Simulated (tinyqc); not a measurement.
Two coupled magnetic layers: synthetic antiferromagnet, spin flop, exchange bias and magnetoresistance: one step, computed by the program tinyqc.

Moments lie in the plane at the angles p1, p2 from the field. Energy per area: E = J1 cos(p1 - p2) + J2 cos^2(p1 - p2) - B M_s (t1 cos p1 + t2 cos p2) + K (t1 sin^2 p1 + t2 sin^2 p2).

Question. Saturation field. The parallel state is stable while the Hessian at p1 = p2 = 0 is positive: with c = J1 + 2 J2 and u = B M_s + 2K, (u t1 - c)(u t2 - c) > c^2, so B_sat M_s = c (1/t1 + 1/t2) - 2K. B_K = 2K/M_s.

Inputs (values chosen for the exercise, for a model stack):

| quantity | value | unit |
|---|---|---|
| saturation magnetisation M_s | 1250 | kA/m |
| thickness t1 | 1.8 | nm |
| thickness t2 | 1.8 | nm |
| antiferromagnetic coupling J1 | 0.084 | mJ/m^2 |
| biquadratic coupling J2 | 0 | mJ/m^2 |
| in-plane anisotropy K | 3.4 | kJ/m^3 |
| field over the saturation field | 0.51 | - |

Field direction: along the easy axis.

Give: exchange field c (1/t1 + 1/t2)/M_s; B_K; saturation field B_sat; applied field B.

Answer.

exchange field c (1/t1 + 1/t2)/M_s = 74.67 mT

B_K = 5.44 mT

saturation field B_sat = 69.23 mT

applied field B = 35.3056 mT
